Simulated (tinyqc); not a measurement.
Inside a calculation. Model: solid solubility of a dopant against its melt (retrograde solidus), clustering and the electrically active fraction. Computed by tinyqc, a small Python program that keeps every step. Command: `OMP_NUM_THREADS=1 python tinyqc.py 3012909 3012910 out.jsonl retro walk`. One thread of a shared host (Intel(R) Xeon(R) Processor @ 2.30GHz), about 0.01 s of CPU time with the checks. Intermediate numbers are printed to about 7 digits and carried at full precision; extremes and crossings named in words are read from the listed rows.

Inputs (values chosen for the exercise, for a model dopant):
```
quantity,value,unit
melting point of the host T_m,1687,K
heat of melting of the host H_f,50.2,kJ/mol
interaction L of the melt,12,kJ/mol
enthalpy of transfer from melt to solid H,0.978,eV
entropy of transfer S,-2.71,k_B
site density N0,5e+22,1/cm^3
temperature T,1060,K
total dopant density N_t,1.7e+21,1/cm^3
atoms per cluster m,4,-
cluster scale N* at 1273 K,5.2e+20,1/cm^3
activation energy E_b of the cluster scale,0.51,eV
anneal temperature T_a,1375,K
mobility mu,70,cm^2/(V s)
```

Clustering: clusters of m atoms, electrons left out.

Constants: R = 8.314462618 J/(mol K); k_B = 8.617333262e-05 eV/K; e = 1.602176634e-19 C; N_A = 6.02214076e+23 1/mol.

## Liquidus and solidus at T

x_l and x_s are atom fractions of the dopant in melt and solid; the solid is dilute. Liquidus of the host: R T ln(1 - x_l) + L x_l^2 = -H_f (1 - T/T_m). Distribution: k = x_s/x_l = exp[L (1 - x_l)^2/(R T)] exp(S/k_B - H/(k_B T)), the first factor being the activity coefficient in the melt. Solubility = x_s N0; at T_m x_l = 0.

x_l = 0.9662285

distribution coefficient k = 1.492203e-06

x_s = 1.441809e-06

solubility = 7.209044e+16 1/cm^3

k at the melting point = 1.874623e-04

k has changed by a factor 0.0080 from its value at T_m, while x_l has grown from 0 to 0.966.

## The retrograde maximum

The largest x_s N0 between 900 K and T_m. For an ideal melt with constant heats the maximum has x_l = H_f/(H + H_f), H in the same units.

temperature of the maximum = 1544.194 K

largest solubility = 1.140597e+18 1/cm^3

x_l there = 0.3665277

ideal-melt value H_f/(H + H_f) = 0.3472543

The maximum lies 143 K below T_m: above it the melt runs out of dopant, below it k falls as exp(-H/(k_B T)).

## The solidus

The formulas are those given above.

Against temperature:
```
T (K),x_l,k,solubility (1/cm^3),over the maximum
1000,0.9785207,7.842383e-07,3.836967e+16,0.0336400
1100,0.9552726,2.204860e-06,1.053121e+17,0.0923307
1200,0.9144014,5.241673e-06,2.396497e+17,0.2101090
1300,0.8436387,1.105061e-05,4.661361e+17,0.4086772
1400,0.7176566,2.178251e-05,7.816181e+17,0.6852709
1500,0.4937681,4.407722e-05,1.088196e+18,0.9540583
1580,0.2634417,8.293274e-05,1.092397e+18,0.9577412
1640,0.1064355,1.326788e-04,7.060866e+17,0.6190500
1675,0.0258764,1.720000e-04,2.225373e+17,0.1951060
```

Between the first rows the Arrhenius energy of the solubility is 0.96 eV, against H = 0.978 eV; it shrinks to zero at 1544 K and turns negative beyond. A crystal saturated at the maximum precipitates dopant-rich liquid on cooling and on heating alike. Below a eutectic or compound temperature another phase would set the limit.

## Active fraction after the anneal

A highly soluble donor (another dopant than that of the solidus) is limited by clustering. Donors N_a are active, and clusters hold m atoms each: N_t = N_a + m C, m C = N* (N_a/N*)^m, with N*(T) = N*(1273 K) exp[-(E_b/k_B)(1/T - 1/1273)]. Resistivity = 1/(e mu N_a).

N*(T_a) = 7.341457e+20 1/cm^3

active density N_a = 7.773194e+20 1/cm^3

active fraction = 0.4572467

resistivity = 0.1147076 milliohm cm

Doubling the dose would raise N_a by only 27 %. Caution: this clustering law is a generic form; degeneracy and a doping-dependent mobility are left out.

## Active against total

A highly soluble donor (another dopant than that of the solidus) is limited by clustering. Donors N_a are active, and clusters hold m atoms each: N_t = N_a + m C, m C = N* (N_a/N*)^m, with N*(T) = N*(1273 K) exp[-(E_b/k_B)(1/T - 1/1273)].

Active density (1/cm^3):
```
N_t (1/cm^3),N_a at T_a,fraction,N_a at T_a + 150 K,N_a at T_a - 150 K
1.00e+19,9.999975e+18,0.9999975,9.999993e+18,9.999877e+18
3.00e+19,2.999795e+19,0.9999318,2.999943e+19,2.999006e+19
1.00e+20,9.974979e+19,0.9974979,9.992923e+19,9.882819e+19
2.00e+20,1.962511e+20,0.9812556,1.988895e+20,1.854658e+20
5.00e+20,4.207760e+20,0.8415519,4.664149e+20,3.385771e+20
1.00e+21,6.219181e+20,0.6219181,7.614396e+20,4.582618e+20
2.00e+21,8.256340e+20,0.4128170,1.069948e+21,5.828056e+20
5.00e+21,1.113586e+21,0.2227173,1.491168e+21,7.662114e+20
```

The exponent d ln N_a/d ln N_t falls from 1.00 to 0.33, towards 1/m = 0.250. At the highest dose a 150 K hotter anneal gives 1.34 times the active density, and a later step 150 K cooler would cut it to 0.69 if it ran to equilibrium: short hot anneals come last. For ionised donors far above n_i the electrons enter the mass action too and halve the limiting exponent.

Checks made by the program: the ideal-melt maximum (relative difference 5e-08).
